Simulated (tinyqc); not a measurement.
Two electrons on one impurity (helium-like model): one step. Unequal orbitals. Five cases, with inputs chosen for the exercise.

Task: Evaluate the integrals and E.

Units Ha* = 2 Ry m/eps^2 and a* = a0 eps/m. One electron is bound by Z^2/2. Two electrons in the singlet built from exp(-a r) and exp(-b r): S = 8 (ab)^(3/2)/(a + b)^3, h_aa = a^2/2 - Z a, h_bb alike, h_ab = S (ab/2 - Z (a + b)/2), J = ab (a^2 + 3ab + b^2)/(a + b)^3, K = 20 (ab)^3/(a + b)^5, E = (h_aa + h_bb + 2 S h_ab + J + K)/(1 + S^2). For a = b this is a^2 - 2 Z a + 5a/8. Real double donors are deeper, since the central cell is left out.

Give: S, h_aa, h_bb, h_ab, J, K; E.

Case 1.

Values chosen (out of a larger set: near those of impurities in GaAs; not measured data): Z = 2 (effective charge (1: D- centre, 2: double donor; other values mimic a central cell)); ab = (2.1, 0.99) 1/a* (trial exponents a, b).

Result:

S, h_aa, h_bb, h_ab, J, K: 0.81282  -1.99500  -1.48995  -1.66669  0.81931  0.63797

E = -2.85252 Ha*

This lies 0.0049 Ha* below the best equal-orbital value -(Z - 5/16)^2.

Case 2.

Values chosen (out of a larger set: near those of impurities in cubic GaN; not measured data): Z = 2 (effective charge (1: D- centre, 2: double donor; other values mimic a central cell)); ab = (2.05, 1.1) 1/a* (trial exponents a, b).

Result:

S, h_aa, h_bb, h_ab, J, K: 0.86672  -1.99875  -1.59500  -1.75294  0.87856  0.73946

E = -2.86337 Ha*

This lies 0.0157 Ha* below the best equal-orbital value -(Z - 5/16)^2.

Case 3.

Values chosen (out of a larger set: near those of impurities in Si; not measured data): Z = 2 (effective charge (1: D- centre, 2: double donor; other values mimic a central cell)); ab = (2.26, 0.99) 1/a* (trial exponents a, b).

Result:

S, h_aa, h_bb, h_ab, J, K: 0.77993  -1.96620  -1.48995  -1.66226  0.83426  0.61779

E = -2.85831 Ha*

This lies 0.0107 Ha* below the best equal-orbital value -(Z - 5/16)^2.

Case 4.

Values chosen (out of a larger set: near those of impurities in Si; not measured data): Z = 2 (effective charge (1: D- centre, 2: double donor; other values mimic a central cell)); ab = (1.98, 0.99) 1/a* (trial exponents a, b).

Result:

S, h_aa, h_bb, h_ab, J, K: 0.83805  -1.99980  -1.48995  -1.66764  0.80667  0.65185

E = -2.83515 Ha*

This lies 0.0125 Ha* above the best equal-orbital value -(Z - 5/16)^2.

Case 5.

Values chosen (out of a larger set: near those of impurities in 3C SiC; not measured data): Z = 1 (effective charge (1: D- centre, 2: double donor; other values mimic a central cell)); ab = (1.1, 0.31) 1/a* (trial exponents a, b).

Result:

S, h_aa, h_bb, h_ab, J, K: 0.56828  -0.49500  -0.26195  -0.30375  0.28333  0.14230

E = -0.51140 Ha*

This lies 0.0387 Ha* below the best equal-orbital value -(Z - 5/16)^2.

Computed by tinyqc, one run a case: `OMP_NUM_THREADS=1 python tinyqc.py N N+1 out.jsonl` with N = 1251758, 1251878, 1251968, 1252003, 1252074; one thread of a shared Intel(R) Xeon(R) Processor @ 2.30GHz, about 0.04 s a run at most.
